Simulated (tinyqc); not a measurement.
Strain: hole subbands of a hard-walled well, four-band Luttinger model.

Hole energies are counted downwards from the unstrained band edge, c = hbar^2/2m0. After the usual block transformation one block is H = [[P + Q - Zs, R - i S], [R + i S, P - Q + Zs]] in (heavy, light), with P +/- Q = c [(g1 +/- g2) k^2 + (g1 -/+ 2 g2) kz^2], R = sqrt(3) c gR k^2, S = 2 sqrt(3) c g3 k kz, kz = -i d/dz; axial approximation gR = (g2 + g3)/2. Zs = b (e_par - e_perp) is the shear part of the strain (the hydrostatic part shifts all levels alike and is left out). Basis sqrt(2/L) sin(n pi z/L), n = 1 to N, for each component: kz^2 gives (n pi/L)^2 and the heavy-light block is R delta_nm - 2 sqrt(3) c g3 k D_nm with D_nm = 4 n m/(L (n^2 - m^2)) for n + m odd, 0 otherwise. The other block has the same levels. The split-off band is left out, a severe simplification for a spin-orbit splitting near 0.04 eV.

Constants: hbar^2/2m0 = 3.80998211 eV angstrom^2.

Parameters, chosen for this exercise (near those of Si; not measured data): g1 = 4.28 (Luttinger gamma1); g2 = 0.34 (gamma2); g3 = 1.45 (gamma3); L = 145 angstrom (well width along [001]); Zlist = (-0.0155, -0.0121, -0.0052, -0.0028, 0, 0.0056, 0.0115) eV (shear strain energies (negative: tension in the plane, for b < 0)).

N = 20. dE is the rise of the top subband from k = 0 to k1 = pi/(4L), m1 = c k1^2/dE (dash if dE is not positive), and the heavy weight is taken at k = pi/L.

Top subband:

| Zs (eV) | HH1 (meV) | LH1 (meV) | dE (meV) | heavy weight | m1 (m0) |
|---|---|---|---|---|---|
| -0.0155 | 21.9 | -6.6 | 0.357 | 0.032 | 0.313 |
| -0.0121 | 18.5 | -3.2 | 0.344 | 0.045 | 0.325 |
| -0.0052 | 11.6 | 3.7 | 0.297 | 0.121 | 0.377 |
| -0.0028 | 9.2 | 6.1 | 0.263 | 0.220 | 0.425 |
| 0.0000 | 6.4 | 8.9 | 0.372 | 0.551 | 0.300 |
| 0.0056 | 0.8 | 14.5 | 0.418 | 0.919 | 0.267 |
| 0.0115 | -5.1 | 20.4 | 0.440 | 0.964 | 0.254 |

HH1 and LH1 cross at Zs = -2 c g2 (pi/L)^2 = -0.0012 eV; for more negative Zs the light hole is on top. Among the rows with HH1 on top, m1 goes from 0.300 to 0.254 m0 as the splitting widens from 2 to 25 meV, against the unmixed 1/(g1 + g2) = 0.216: compression lightens the holes here. m1 describes the neighbourhood of k = 0 only; where HH1 and LH1 lie close, the band may peak further out.

Computed by tinyqc, a small Python program: `OMP_NUM_THREADS=1 python tinyqc.py 1280369 1280370 out.jsonl` (the numbers bound the seed that draws the inputs); one thread of a shared host (Intel(R) Xeon(R) Processor @ 2.30GHz), about 0.09 s for the whole set of steps.
